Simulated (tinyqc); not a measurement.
# Schottky barrier on an n-type semiconductor with a surface-enhanced doping, non-linear Poisson equation by Newton steps, step by step

tinyqc, about 0.1 s, one thread, Intel Xeon 2.30GHz (shared host): `OMP_NUM_THREADS=1 python tinyqc.py 2020143 2020144 out.jsonl` Printed values are rounded.

One dimension, metal at x = 0, donor density C(x) = Nd + N0 exp(-x/Ls). Energies are counted from the electron Fermi level of the semiconductor and the conduction-band edge is Ec = -psi, so n = Nc exp(psi/Vt); holes follow the Fermi level of the metal, at -V, so p = Nv exp((V - psi - Eg)/Vt). Ends: psi(0) = V - phiB and psi = Vt ln(Nd/Nc) deep inside. Boltzmann statistics, full ionisation, no current, no image force in the Poisson equation.

Inputs (values chosen for the exercise); band and dielectric values close to those of 4H silicon carbide: temperature T = 350 K; band gap Eg = 3.25 eV; relative permittivity eps_r = 9.76; conduction-band density of states at T Nc = 2.1e19 cm^-3; valence-band density of states at T Nv = 3.2e19 cm^-3; donor density deep in the semiconductor Nd = 5.8e15 cm^-3; barrier height phiB = 1.38 eV; bias of the metal against the semiconductor V = 0.22 V; extra donor density at the surface N0 = 1.6e16 cm^-3; decay length Ls = 170 nm.

Constants: q = 1.602176634e-19 C, kB = 1.380649e-23 J/K, Vt = kB T/q, eps0 = 8.8541878128e-14 F/cm where lengths are in cm. Results are converted to the units shown.

## End potentials, built-in voltage, Debye length

psi_0 = V - phiB, psi_b = Vt ln(Nd/Nc), Vbi = phiB - Vt ln(Nc/Nd), LD = sqrt(eps0 eps_r Vt/(q Nd)), W = sqrt(2 eps0 eps_r (Vbi - V)/(q Nd)), hole density at the metal p_0 = Nv exp((phiB - Eg)/Vt).

psi_0 = -1.16 V
psi_b = -0.247149 V
Vbi = 1.13285 V
LD = 52.9603 nm
W for uniform Nd = 412.045 nm
p_0 = 3.78735e-8 cm^-3

The hole density at the metal is 6.5e-24 times Nd, so holes hardly matter.

## Doping on the mesh

x, node 0 to 11 (nm): [0, 120, 257, 412, 590, 792, 1020, 1280, 1580, 1920, 2310, 2750]

C = Nd + N0 exp(-x/Ls), taken at the nodes.

donor density C, node 0 to 11 (cm^-3): [2.18e16, 1.36988e16, 9.32833e15, 7.21773e15, 6.29758e15, 5.95164e15, 5.83966e15, 5.80859e15, 5.80147e15, 5.80020e15, 5.80002e15, 5.80000e15]

## Couplings between neighbouring nodes

a_i = eps0 eps_r/h_i for the interval from node i to i + 1, with h_i = x_(i+1) - x_i in cm.

coupling a_i, interval 0 to 10 (F/cm^2): [7.20141e-8, 6.30780e-8, 5.57528e-8, 4.85488e-8, 4.27806e-8, 3.79021e-8, 3.32373e-8, 2.88056e-8, 2.54167e-8, 2.21582e-8, 1.96402e-8]

## Starting potential

The parabola psi_b - (psi_b - psi_0)(1 - x/W)^2 for x < W and psi_b beyond, with psi_0 = V - phiB, psi_b = Vt ln(Nd/Nc), W = sqrt(2 eps0 eps_r (psi_b - psi_0)/(q Nd)).

psi at the start, node 0 to 11 (V): [-1.16000, -0.70572, -0.37640, -0.24715, -0.24715, -0.24715, -0.24715, -0.24715, -0.24715, -0.24715, -0.24715, -0.24715]

## Iteration 1: densities, residual and Jacobian diagonal

n_i = Nc exp(psi_i/Vt), p_i = Nv exp((V - psi_i - Eg)/Vt), rho_i = p_i - n_i + C_i, g_i = (n_i + p_i)/Vt. Box widths w_i = (h_(i-1) + h_i)/2 in cm. Residual F_i = a_i (psi_(i+1) - psi_i) - a_(i-1) (psi_i - psi_(i-1)) + q rho_i w_i; Jacobian: a_(i-1) and a_i beside the diagonal, b_i = -a_(i-1) - a_i - q g_i w_i on it. The two end nodes are fixed.

n, node 0 to 11 (cm^-3): [415.867, 1.44624e9, 7.98591e13, 5.80000e15, 5.8e15, 5.8e15, 5.8e15, 5.8e15, 5.8e15, 5.8e15, 5.8e15, 5.8e15]
p, node 0 to 11 (cm^-3): [3.78735e-8, 1.08906e-14, 1.97226e-19, 2.71557e-21, 2.71557e-21, 2.71557e-21, 2.71557e-21, 2.71557e-21, 2.71557e-21, 2.71557e-21, 2.71557e-21, 2.71557e-21]
residual F, node 1 to 10 (C/cm^2): [1.62619e-8, 8.06658e-9, -3.42401e-9, 1.51470e-9, 5.22357e-10, 1.55043e-10, 3.85484e-11, 7.54391e-12, 1.16453e-12, 1.33531e-13]
diagonal b, node 1 to 10 (F/cm^2): [-1.35092e-7, -1.25024e-7, -6.17295e-7, -6.76727e-7, -7.43107e-7, -8.22913e-7, -9.24734e-7, -1.04016e-6, -1.17215e-6, -1.32043e-6]

## Iteration 1: Newton step

Solve the tridiagonal system a_(i-1) d_(i-1) + b_i d_i + a_i d_(i+1) = -F_i for nodes 1 to 10, with d = 0 on fixed nodes. If the largest |d| exceeds 4 Vt, the whole step is scaled down so that it equals 4 Vt.

Newton step d, before damping, node 1 to 10 (V): [0.199612, 0.169696, 0.010017, 0.003013, 0.000888, 0.000231, 0.000050, 0.000009, 0.000001, 0.000000]
psi after iteration 1, node 0 to 11 (V): [-1.16000, -0.58508, -0.27384, -0.24110, -0.24533, -0.24661, -0.24701, -0.24712, -0.24714, -0.24715, -0.24715, -0.24715]

## Iteration 2: densities, residual and Jacobian diagonal

As before.

n, node 0 to 11 (cm^-3): [415.867, 7.89618e10, 2.39415e15, 7.08927e15, 6.16098e15, 5.90416e15, 5.82695e15, 5.80585e15, 5.80101e15, 5.80014e15, 5.80001e15, 5.8e15]
p, node 0 to 11 (cm^-3): [3.78735e-8, 1.99468e-16, 6.57868e-21, 2.22171e-21, 2.55647e-21, 2.66767e-21, 2.70301e-21, 2.71284e-21, 2.71510e-21, 2.71551e-21, 2.71557e-21, 2.71557e-21]
residual F, node 1 to 10 (C/cm^2): [6.43332e-9, -1.58704e-9, -1.68823e-9, 5.66398e-10, 2.03469e-10, 6.10935e-11, 1.52371e-11, 2.98403e-12, 4.60696e-13, 5.28268e-14]
diagonal b, node 1 to 10 (F/cm^2): [-1.35097e-7, -3.04514e-7, -7.31327e-7, -7.13161e-7, -7.55002e-7, -8.26407e-7, -9.25604e-7, -1.04033e-6, -1.17218e-6, -1.32043e-6]

## Iteration 2: Newton step

As before.

Newton step d, before damping, node 1 to 10 (V): [0.0498449, 0.0047655, -0.0018998, 0.0006836, 0.0003127, 0.0000891, 0.0000198, 0.0000034, 0.0000005, 0.0000000]
psi after iteration 2, node 0 to 11 (V): [-1.16000, -0.53524, -0.26907, -0.24299, -0.24464, -0.24630, -0.24692, -0.24710, -0.24714, -0.24715, -0.24715, -0.24715]

## Course of the Newton iteration

Stop when the largest undamped |d| is below 1e-9 V, or after 80 iterations.

Course of the iteration:
```
iteration  largest |F| (C/cm^2)  largest |d| (V)  at node
1                       1.63e-8            0.200        1
2                       6.43e-9           0.0498        1
3                      7.37e-11          2.54e-4        2
4                      2.33e-13          7.89e-7        2
5                      2.23e-18         7.46e-12        2
```

Converged in 5 iterations. Once the step is below 0.1 Vt, 2 more iteration(s) reach the threshold: near the solution the error is roughly squared each time.

## Converged densities, field and barrier lowering

converged psi, node 0 to 11 (V): [-1.16000, -0.53536, -0.26933, -0.24307, -0.24466, -0.24630, -0.24692, -0.24710, -0.24714, -0.24715, -0.24715, -0.24715]

n and p as above; E_i = -(psi_(i+1) - psi_i)/h_i; at the metal |E_0| = |E on interval 0| + q rho_0 (h_0/2)/(eps0 eps_r), rho_0 = p_0 - n_0 + C_0; image-force lowering dphi = sqrt(q |E_0|/(4 pi eps0 eps_r)).

n, node 0 to 11 (cm^-3): [415.867, 4.10574e11, 2.78033e15, 6.64010e15, 6.29976e15, 5.96527e15, 5.84414e15, 5.80965e15, 5.80167e15, 5.80023e15, 5.80002e15, 5.8e15]
p, node 0 to 11 (cm^-3): [3.78735e-8, 3.83617e-17, 5.66492e-21, 2.37200e-21, 2.50015e-21, 2.64034e-21, 2.69506e-21, 2.71106e-21, 2.71479e-21, 2.71547e-21, 2.71556e-21, 2.71557e-21]
field E, interval 0 to 10 (kV/cm): [-52.0534, -19.4185, -1.6940, 0.0892, 0.0815, 0.0271, 0.0069, 0.0014, 0.0002, 0.0000, 0.0000]
|E_0| at the metal = 76.3039 kV/cm
image-force lowering = 33.5525 mV

A mesh of about 1000 nodes or more gives |E_0| = 72.66 kV/cm; the 12-node value is 5.0 % above it.
